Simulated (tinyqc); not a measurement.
Inside a calculation: two-dimensional electron gas with Rashba and Dresselhaus coupling. Values are carried at full precision from step to step, so a last printed digit may differ when a step is redone from the rounded ones.

H = c k^2/m + al (ky sx - kx sy) + b1 (kx sx - ky sy) + gam kx ky (kx sy - ky sx), s the Pauli matrices, x = [100], c = hbar^2/2m0, b1 = gam (pi/L)^2 (hard walls). H = c k^2/m + B.s, so E = c k^2/m -/+ |B| and the lower state has its spin along -B.

Constants: hbar^2/2m0 = 3.80998211 eV angstrom^2; hbar = 6.58211957e-16 eV s.

Parameters, chosen for this exercise (of the size met in GaAs; not measured data):

| symbol | value | unit | meaning |
|---|---|---|---|
| m | 0.0699 | m0 | mass |
| al | 0.032 | eV angstrom | Rashba constant |
| gam | 9.3 | eV angstrom^3 | bulk Dresselhaus constant |
| L | 189 | angstrom | width of the (001) well |
| n | 11 | 1e11/cm^2 | sheet density (one subband filled) |
| phi | 60 | degrees | angle of k from [100] |

## Scales

b1; mean Fermi wave vector k0 = sqrt(2 pi n) (1e11/cm^2 = 1e-5/angstrom^2); E0 = c k0^2/m; b3 = gam k0^2/4; kR = al m/(2c) and ER = al kR/2, the shift and depth of a pure Rashba band.

b1 = 0.002570 eV angstrom
k0 = 0.02629 1/angstrom
E0 = 37.672 meV
b3 = 0.001607 eV angstrom
kR = 0.0002935 1/angstrom
ER = 0.004697 meV

The ratio al/(b1 - b3) is 33.24; kR is 1.1 % of k0.

## Spin-orbit field at one point of the Fermi circle

k = k0 (cos phi, sin phi). Form B, the splitting 2|B| and the direction of the lower spin, atan2(-By, -Bx).

Bx, By (meV): 0.6990  -0.4426

splitting = 1.6546 meV
direction of the lower spin = 147.7 degrees

## The matrix

H = [[E0, Bx - i By], [Bx + i By, E0]] in meV; diagonalise. Precession period h/(2|B|) = 2 pi hbar/(splitting).

H (meV):
```
                  up            down
up           37.6720  0.6990+0.4426i
down  0.6990-0.4426i         37.6720
```

levels (meV): 36.8447  38.4993

period = 2.50 ps

## The two wave vectors at the energy E0 along this direction

Solve c k^2/m -/+ |B(k)| = E0. The spin turns by (k_outer - k_inner) per length, so a half turn takes pi/(difference).

k (1/angstrom): outer 0.026579, inner 0.026002

difference = 0.0005773 1/angstrom
length of a half turn = 544.2 nm

For linear terms alone the difference is (m/c)|B|/k, whatever the energy: every electron along this direction turns alike, the basis of the spin transistor. The cubic term makes it depend on density.

## Checks

- Difference of the Fermi wave vectors without Dresselhaus terms against al m/c: both 0.00058709.

Computed by tinyqc, a small Python program: `OMP_NUM_THREADS=1 python tinyqc.py 1482330 1482331 out.jsonl` (the numbers bound the seed that draws the inputs); one thread of a shared host (Intel(R) Xeon(R) Processor @ 2.30GHz), about 0.01 s for the whole set of steps.
